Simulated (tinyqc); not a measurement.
## Fully depleted semiconductor-on-insulator film with two gates, non-linear Poisson equation by Newton steps: charge against front-gate voltage

One dimension across the film, front interface at x = 0, back interface at x = ts. psi is counted from the intrinsic level, n = ni exp(psi/Vt) (source grounded), holes neglected, acceptors ionised. Gates act through Cox = eps0 eox/tox and Cbox = 3.9 eps0/tb with potentials G1 = Vg - (phiM - chi - Vt ln(Nc/ni)) and G2 = Vb - (phiB - chi - Vt ln(Nc/ni)). Classical Boltzmann densities, no interface charge, no depletion in the back plane.

ni = sqrt(Nc Nv) exp(-Eg/(2 Vt)), Eg in volts. The Poisson equation eps0 eps_r d2psi/dx2 = q (n + Na), with -eps0 eps_r dpsi/dx = Cox (G1 - psi) at x = 0 and eps0 eps_r dpsi/dx = Cbox (G2 - psi) at x = ts, is solved on 300 equal intervals with half boxes at both ends; N_inv is the trapezoid sum of n. Swing = ln 10/(d ln N_inv/dVg); the last column is (dN_inv/dVb)/(dN_inv/dVg).

Parameters, values chosen for the exercise; band and dielectric values close to those of silicon: temperature T = 250 K; band gap Eg = 1.13 eV; relative permittivity eps_r = 11.6; conduction-band density of states at T Nc = 2.16e19 cm^-3; valence-band density of states at T Nv = 2.03e19 cm^-3; electron affinity chi = 3.98 eV; relative permittivity of the gate insulator (close to silicon dioxide) eox = 3.9; insulator thickness tox = 2.8 nm; film thickness ts = 12 nm; buried-oxide thickness (eps_r 3.9) tb = 58 nm; acceptor density of the film Na = 1e15 cm^-3; work function of the front gate phiM = 4.35 eV; work function of the back plane phiB = 4.48 eV; back-gate voltage Vb = 1 V.

Constants: q = 1.602176634e-19 C, kB = 1.380649e-23 J/K, Vt = kB T/q, eps0 = 8.8541878128e-14 F/cm where lengths are in cm. Results are converted to the units shown.

Charge against front-gate voltage:

| Vg (V) | psi front (V) | psi back (V) | N_inv (cm^-2) | centroid/ts | swing (mV/decade) | q dN_inv/dVg over Cox | back/front leverage |
|---|---|---|---|---|---|---|---|
| -0.18 | 0.0609 | 0.126 | 1.12e4 | 0.721 | 54.4 | 6.16e-8 | 0.0965 |
| -0.03 | 0.204 | 0.260 | 6.45e6 | 0.695 | 54.3 | 3.55e-5 | 0.0946 |
| 0.12 | 0.347 | 0.394 | 3.63e9 | 0.666 | 56.1 | 0.0193 | 0.0924 |
| 0.27 | 0.462 | 0.476 | 2.50e11 | 0.559 | 164 | 0.456 | 0.0792 |
| 0.42 | 0.519 | 0.491 | 9.55e11 | 0.382 | 393 | 0.727 | 0.0619 |
| 0.57 | 0.550 | 0.494 | 1.87e12 | 0.273 | 666 | 0.840 | 0.0553 |
| 0.72 | 0.570 | 0.495 | 2.87e12 | 0.212 | 964 | 0.891 | 0.0525 |
| 0.87 | 0.584 | 0.496 | 3.92e12 | 0.174 | 1.28e3 | 0.919 | 0.0511 |
| 1.02 | 0.595 | 0.496 | 4.99e12 | 0.147 | 1.60e3 | 0.936 | 0.0503 |

N_inv passes 1e11 cm^-2 at Vg = 0.219 V. The swing starts at 54.4 mV a decade, against (1 + k) Vt ln 10 = 51.8 for a front channel with k = Cs Cbox/(Cox (Cs + Cbox)) = 0.0451, Cs = eps0 eps_r/ts; above threshold this column is no longer a subthreshold swing. The centroid falls from 0.721 to 0.147 of ts and the leverage of the back gate falls from 0.0965 to 0.0503. For Vg = 0.57, 0.72, 0.87, 1.02 the density at an interface exceeds 0.3 Nc, where Boltzmann statistics fail. For Vg = 0.72, 0.87, 1.02 the classical centroid lies within 3 nm of an interface, where confinement, left out, would push it away.

Numbers from tinyqc (`OMP_NUM_THREADS=1 python tinyqc.py 2190014 2190015 out.jsonl`; about 0.4 s on one thread of a shared Intel Xeon 2.30GHz).
